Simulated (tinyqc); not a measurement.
Mass anisotropy: shallow donor in an anisotropic valley (effective-mass theory).

One valley: H = -c [(d2/dx2 + d2/dy2)/mt + (d2/dz2)/ml] - q/(eps r), c = hbar^2/2m0, q = e^2/(4 pi eps0). Trial function exp(-sqrt((x^2 + y^2)/a^2 + z^2/b^2)) with a > b: T = (c/3)(2/(mt a^2) + 1/(ml b^2)), V = -(q/eps) atan(u/b)/u, u = sqrt(a^2 - b^2). The central cell of the impurity is left out.

Constants: hbar^2/2m0 = 3.80998211 eV angstrom^2; e^2/(4 pi eps0) = 14.39964547 eV angstrom; Ry = 13.60569312 eV; a0 (Bohr radius) = 0.5291772105 angstrom.

Values chosen for the exercise (out of a larger set: near those of 3C SiC; not measured data):
```
symbol  value                                 unit  meaning
mt      0.254                                 m0    transverse mass
eps     9.5                                         dielectric constant
xs      (1.6, 1.8, 4, 4.5, 8.1, 20, 40, 220)        ratios ml/mt
```

mt and eps fixed, ml varied. Energies in units of Ry*(mt) = Ry mt/eps^2 and lengths in a*(mt) = a0 eps/mt; the last two columns use one mass, 3/(1/ml + 2/mt) or (ml mt^2)^(1/3).

Results:
```
ml/mt,a/a*,b/a,binding,conductivity mass,density-of-states mass
1.60,0.908,0.846,1.162,1.143,1.170
1.80,0.888,0.811,1.203,1.174,1.216
4.00,0.771,0.613,1.496,1.333,1.587
4.50,0.756,0.588,1.540,1.350,1.651
20.0,0.620,0.351,2.090,1.463,2.714
40.0,0.577,0.277,2.325,1.481,3.420
220,0.509,0.155,2.812,1.497,6.037
```

Give the missing row, ml/mt = 8.10.

Computed row:
```
ml/mt   a/a*    b/a  binding  conductivity mass  density-of-states mass
8.10   0.693  0.479    1.760              1.413                   2.008
```

The binding grows from 1.16 to 2.81 Ry*(mt); for ml going to infinity the exact problem becomes two-dimensional, with 4 Ry*. The conductivity mass saturates at 1.5 and underbinds, by 12 % at ml/mt = 4.5; the density-of-states mass errs by +7 % there and by +115 % in the last row. With these mt and eps one unit is 38.29 meV.

(tinyqc, `OMP_NUM_THREADS=1 python tinyqc.py 1280655 1280656 out.jsonl`, Intel(R) Xeon(R) Processor @ 2.30GHz, 1 thread, shared host, about 0.01 s.)
